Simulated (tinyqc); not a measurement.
# Heavy doping: band filling, gap narrowing, band tails and the effective intrinsic density, step by step

A worked calculation. Computed by tinyqc, a small Python program that keeps every step. Command: `OMP_NUM_THREADS=1 python tinyqc.py 3025943 3025944 out.jsonl gapnarrow walk`. One thread of a shared host (Intel(R) Xeon(R) Processor @ 2.30GHz), about 0.03 s of CPU time with the checks. Intermediate numbers are printed to about 5 digits and carried at full precision; extremes and crossings named in words are read from the listed rows.

An n-type crystal above its Mott density, with all dopants ionised: n = N_D - N_A, ionised centres N_I = N_D + N_A. Valleys are taken as spherical with mass m_e.

Inputs (values chosen for the exercise, modelled on CdTe):
```
quantity                      value   unit
gap E_g                        1.56     eV
electron mass m_e            0.0954    m_0
valleys M_c                       1      -
hole mass m_h                 0.654    m_0
dielectric constant eps          10      -
donor density N_D           1.8e+19  cm^-3
compensation ratio N_A/N_D        0      -
temperature T                   300      K
```

Conduction band: non-parabolic (Kane).

Constants: a_0 = 0.529177210903 angstrom; Ry = 13.605693123 eV; k_B = 8.617333262e-05 eV/K; hbar^2/(2 m_0) = 3.80998212 eV angstrom^2; e = 1.602176634e-19 C; eps_0 = 8.8541878128e-12 F/m; e^2/(4 pi eps_0) = 14.39964548 eV angstrom.

## Scales

n = N_D (1 - ratio); Ry* = Ry m_e/eps^2, a* = a_0 eps/m_e; r_s = (3/(4 pi n))^(1/3)/a*; k_F = (3 pi^2 n/M_c)^(1/3); Mott density (0.26/a*)^3.

n = 1.80e+19 cm^-3

Ry* = 12.980 meV

a* = 55.469 angstrom

r_s = 0.42674

k_F = 0.081077 1/angstrom

Mott density = 1.0298e+17 cm^-3

## Band filling

n = M_c (1/(2 pi^2)) (m_e/(hbar^2/2m_0))^(3/2) int sqrt(E (1 + aE)) (1 + 2 aE) f dE with a = (1 - m_e)^2/E_g, f = 1/(1 + exp((E - E_F)/k_B T)); trapezoid rule in t = sqrt(E/k_B T), step 0.02 up to 12; E_F by bisection from the band edge. At T = 0, E_F (1 + a E_F) = (hbar^2/2m_0) k_F^2/m_e; dn/dE_F uses f (1 - f)/k_B T in place of f.

E_F above the band edge = 230.27 meV

E_F at T = 0 = 233.84 meV

E_F/k_B T = 8.9073

dn/dE_F = 1.2662e+20 cm^-3/eV

## Screening, narrowing and potential fluctuations

Screening: q^2 = (e/(eps eps_0)) dn/dE_F. Exchange lowers the conduction band by (1/pi) k_F e^2/(4 pi eps_0 eps) (T = 0 Hartree-Fock at k_F, taken as a rigid shift). Screening raises the valence band by (q/2) e^2/(4 pi eps_0 eps) (static Coulomb hole). The narrowing is the sum; electron correlation and carrier-ion shifts are left out. Root-mean-square potential of randomly placed ions: V_rms = (e^2/(4 pi eps_0 eps)) sqrt(2 pi N_I/q).

screening length 1/q = 20.891 angstrom

exchange term = 37.162 meV

Coulomb-hole term = 34.463 meV

gap narrowing = 71.625 meV

V_rms = 69.994 meV

V_rms is 0.30 of the larger of E_F and k_B T, so band tails matter. Caution: the screening length is well below a*, where static Thomas-Fermi screening overstates the Coulomb hole.

## What optics and devices see

Absorption edge of a direct gap, from the valence band at k_F (T = 0 value) to the Fermi level: E_g - narrowing + E_F + (hbar^2/2m_0) k_F^2/m_h, k_F = (3 pi^2 n)^(1/3); the shift is the edge less E_g. n p/n_i^2 = exp(narrowing/k_B T) x (n/N) exp(-E_F/k_B T), N being the limit of n exp(-E_F/k_B T) far below the edge (taken at E_F = -12 k_B T); apparent narrowing = k_B T ln(n p/n_i^2).

shift of the absorption edge = 196.94 meV

absorption edge = 1.7569 eV

apparent narrowing = -77.416 meV

log10(n p/n_i^2) = -1.3005

Degeneracy takes back 149.0 meV of the 71.6 meV of narrowing, so the minority density ends below its ideal value n_i^2/n.

## Filling against narrowing

The compensation ratio is held; the absorption edge is given only for E_F above 2 k_B T.

Against carrier density (energies in meV):
```
n (cm^-3)     E_F  narrowing  apparent narrowing   V_rms  shift of the absorption edge
1.80e+18    41.36      36.70               17.04   29.46                             -
3.60e+18    77.29      45.36                7.70   37.80                         45.02
7.20e+18   127.55      55.32              -14.69   49.17                         93.02
1.30e+19   187.83      65.31              -49.70   61.76                        153.34
1.80e+19   230.27      71.63              -77.42   69.99                        196.94
2.90e+19   307.38      82.16             -131.67   83.96                        277.86
4.50e+19   397.32      93.46             -198.95   99.06                        374.40
7.20e+19   517.76     107.57             -293.12  117.90                        506.69
```

Narrowing grows with exponent 0.30 between the last rows (exchange goes as n^(1/3), the Coulomb hole as n^(1/6) in a degenerate parabolic band) and E_F with 0.56 (2/3 for a parabolic band at T = 0, towards 1/3 in a Kane band). The apparent narrowing falls over all rows, since E_F grows faster than the narrowing. In rows with E_F below 2 k_B T the T = 0 exchange term is overstated. Where V_rms is above half of E_F, band tails blur the edge by more than small net shifts. Filling outweighs narrowing at the absorption edge in every degenerate row (a net Burstein-Moss blue shift).

Checks made by the program: E_F at low temperature against the T = 0 value (relative difference 3e-04).
